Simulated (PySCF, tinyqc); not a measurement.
Inside a calculation. Method: CCSD on RHF in the sto-3g basis, for H3-, spin multiplicity 1. The basis has no diffuse functions, so it cannot describe the extra electron: this is an exercise in the method, not the real anion. The lowest restricted solution is unstable here: a spin-polarised one lies 0.1827 hartree lower (PySCF). One step of it, computed by the program tinyqc.

Question. Orthogonalisation. S = U s U^T; symmetric (Loewdin) form X = U s^(-1/2) U^T, so that X^T S X = 1.

overlap S, order 1H 1s, 2H 1s, 3H 1s:
```
[[1.000000, 0.365357, 0.365079],
 [0.365357, 1.000000, 0.365079],
 [0.365079, 0.365079, 1.000000]]
```

Give: eigenvalues of S; X.

Answer.

eigenvalues of S: [0.6346, 0.6350, 1.7303]

X, order 1H 1s, 2H 1s, 3H 1s:
```
[[1.0902, -0.1651, -0.1649],
 [-0.1651, 1.0902, -0.1649],
 [-0.1649, -0.1649, 1.0901]]
```
